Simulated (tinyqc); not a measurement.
Worked calculation: Hueckel theory of the pi electrons, for the molecule c1ccc2[nH]cnc2c1 (SMILES; centres numbered as the heavy atoms are written). One step of it, computed by the program tinyqc.

Question. Orbitals. Diagonalise; E = alpha + x beta with beta < 0, so the largest x are filled first; degenerate levels share their electrons. P = sum n_i c_ri c_si; each orbital has its largest coefficient positive (the first on a tie).

Hueckel matrix in units of beta (H = alpha + beta A), lower triangle:
```
          1C        2C        3C        4C        5N        6C        7N        8C
1C  0.000000
2C  1.000000  0.000000
3C  0.000000  1.000000  0.000000
4C  0.000000  0.000000  1.000000  0.000000
5N  0.000000  0.000000  0.000000  0.800000  1.500000
6C  0.000000  0.000000  0.000000  0.000000  0.800000  0.000000
7N  0.000000  0.000000  0.000000  0.000000  0.000000  1.000000  0.500000
8C  0.000000  0.000000  0.000000  1.000000  0.000000  0.000000  1.000000  0.000000
9C  1.000000  0.000000  0.000000  0.000000  0.000000  0.000000  0.000000  1.000000

          9C
9C  0.000000
```

pi electrons, sum of z_r less the charge = 10

Give: x values; occupations; coefficients; charge and bond-order matrix P.

Answer.

x values: 2.531  1.774  1.473  0.857  0.709  -0.786  -1.104  -1.333  -2.118

occupations: 2.000  2.000  2.000  2.000  2.000  0.000  0.000  0.000  0.000

coefficients:
```
      MO1     MO2     MO3     MO4     MO5     MO6     MO7     MO8
1C  0.137  -0.447  -0.150   0.520   0.008  -0.105   0.552   0.234
2C  0.142  -0.389  -0.362   0.128   0.437  -0.341  -0.243  -0.452
3C  0.222  -0.243  -0.384  -0.410   0.302   0.372  -0.284   0.368
4C  0.420  -0.042  -0.203  -0.480  -0.223   0.048   0.556  -0.040
5N  0.572   0.547  -0.342   0.310  -0.183  -0.228  -0.230   0.131
6C  0.317   0.229   0.214   0.231   0.404   0.603   0.191  -0.423
7N  0.345  -0.031   0.589  -0.050   0.432  -0.292  -0.027   0.460
8C  0.383  -0.269   0.358  -0.249  -0.314  -0.228  -0.147  -0.420
9C  0.206  -0.404   0.142   0.317  -0.431   0.423  -0.367   0.140

       MO9
1C   0.343
2C  -0.332
3C   0.361
4C  -0.433
5N   0.080
6C   0.071
7N  -0.215
8C   0.492
9C  -0.394
```

charge and bond-order matrix P, lower triangle:
```
        1C      2C      3C      4C      5N      6C      7N     8C
1C   1.024
2C   0.636   1.021
3C  -0.029   0.688   1.030
4C  -0.289  -0.020   0.621   0.999
5N   0.090  -0.096  -0.114   0.357   1.744
6C   0.065   0.169  -0.081  -0.242   0.462   0.831
7N  -0.099   0.061   0.018  -0.092  -0.231   0.783   1.312
8C  -0.025  -0.280   0.041   0.578  -0.140  -0.095   0.457  1.016
9C   0.698  -0.026  -0.341   0.038   0.051  -0.196  -0.071  0.589

       9C
9C  1.024
```
